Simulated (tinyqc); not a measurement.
# Off-state leakage of single and stacked transistors: what changes with what

n-channel devices of unit width. Subthreshold current I(Vg, Vs, Vd) = I0 (T/300 K)^0.5 exp[(Vg - Vs - VT(T) - gb (Vs - Vb) + dd (Vd - Vs))/(nf Vt)] (1 - exp(-(Vd - Vs)/Vt)), VT(T) = VT - cT (T - 300 K). Gate-edge tunnelling Ig (Vd/1 V) exp(ag (Vd - 1 V)), for a gate at 0 V, and band-to-band leakage Ab u exp(-Bb/u), u = Vd - Vb + 1 V, flow at a drain held at V; both are taken as independent of T. In a stack of off transistors (all gates at 0 V) the same subthreshold current passes through each.

Values chosen for this exercise; values of the order met in bulk silicon logic transistors: temperature T = 358 K; supply voltage V = 0.8 V; threshold at 300 K, zero drain and body bias VT = 0.36 V; fall of the threshold with temperature cT = 0.6 mV/K; current at threshold at 300 K I0 = 0.31 uA/um; slope factor nf = 1.37; drain-induced lowering per volt dd = 0.17; rise of the threshold per volt of source-body bias gb = 0.1; gate-edge tunnelling current at 1 V Ig = 0.0008 uA/um; exponential slope of the gate current ag = 3.7 1/V; prefactor of band-to-band leakage at the drain Ab = 300 uA/(um V); its exponential voltage Bb = 26 V; body voltage Vb = -0.3 V.

Constants: q = 1.602176634e-19 C, kB = 1.380649e-23 J/K, Vt = kB T/q. Results are converted to the units shown.

Each table varies one quantity; the others keep the values above.

## Subthreshold current against the height of the stack

All n gates at 0 V, bottom source at 0 V, top drain at V; node voltages follow from equal currents.

Results:
columns A: n; B: I (nA/um); C: reduction factor; D: drain voltage of the bottom device (mV); E: source voltage of the top device (mV); F: voltage across the top device (V)
```
A        B      C      D      E       F
1    1.894  1.000  800.0      0  0.8000
2   0.1065  17.79  95.79  95.79  0.7042
4  0.03301  57.36  16.17  134.8  0.6652
5  0.02449  77.33  11.38  144.7  0.6553
6  0.01946  97.32  8.781  152.4  0.6476
```

Estimate the missing row, n = 3.

Computed row:
columns A: n; B: I (nA/um); C: reduction factor; D: drain voltage of the bottom device (mV); E: source voltage of the top device (mV); F: voltage across the top device (V)
```
A        B      C      D      E       F
3  0.05055  37.46  27.94  120.6  0.6794
```

With this row back in the table: The second transistor cuts the current by a factor of 17.8, the third by a further 2.11 and the sixth by 1.26. The top device keeps 81.0 % of the supply at n = 6, while the drain voltage of the bottom one falls to 0.285 Vt.

## Leakage components against the supply voltage

Same model as above.

One transistor with Vg = Vs = 0, Vd = V; stack factor I(one)/I(two in series).

Result of one run:
```
V (V)  subthreshold (nA/um)  gate edge (nA/um)  band-to-band (nA/um)  total (nA/um)  stack factor  largest part
0.8                  1.8938            0.30535                2.6446         4.8437        17.786  band-to-band
```

What becomes of these results when the supply voltage V is changed from 0.8 to 1.4 V, all else the same?

Result of the changed run:
```
V (V)  subthreshold (nA/um)  gate edge (nA/um)  band-to-band (nA/um)  total (nA/um)  stack factor  largest part
1.4                  21.156             4.9201                53.259         79.335        144.11  band-to-band
```

The whole series:
```
V (V)  subthreshold (nA/um)  gate edge (nA/um)  band-to-band (nA/um)  total (nA/um)  stack factor  largest part
0.5                 0.56659           0.062895               0.28791        0.91739        6.6584  subthreshold
0.6                 0.84714            0.10927               0.64998         1.6064        9.1469  subthreshold
0.7                  1.2666            0.18455                1.3562         2.8074        12.704  band-to-band
0.8                  1.8938            0.30535                2.6446         4.8437        17.786  band-to-band
0.9                  2.8315            0.49733                4.8638         8.1926        25.039  band-to-band
1                    4.2335            0.80000                8.5003         13.534        35.391  band-to-band
1.1                  6.3297             1.2740                14.206         21.810        50.158  band-to-band
1.2                  9.4639             2.0121                22.824         34.300        71.223  band-to-band
1.3                  14.150             3.1557                35.412         52.718        101.26  band-to-band
1.4                  21.156             4.9201                53.259         79.335        144.11  band-to-band
```

As V goes from 0.5 to 1.4, the total leakage rises from 0.917 to 79.3 nA/um. The subthreshold part leads at V = 0.5, the band-to-band part from 0.7 on. The reduction by a stack of two rises from 6.66 to 144, for the subthreshold part alone. For V = 1.4 the gate is within about 3 nf Vt of threshold, where the exponential law overstates the current.

Numbers from tinyqc (`OMP_NUM_THREADS=1 python tinyqc.py 2242192 2242193 out.jsonl`; about 0.03 s on one thread of a shared Intel Xeon 2.30GHz).
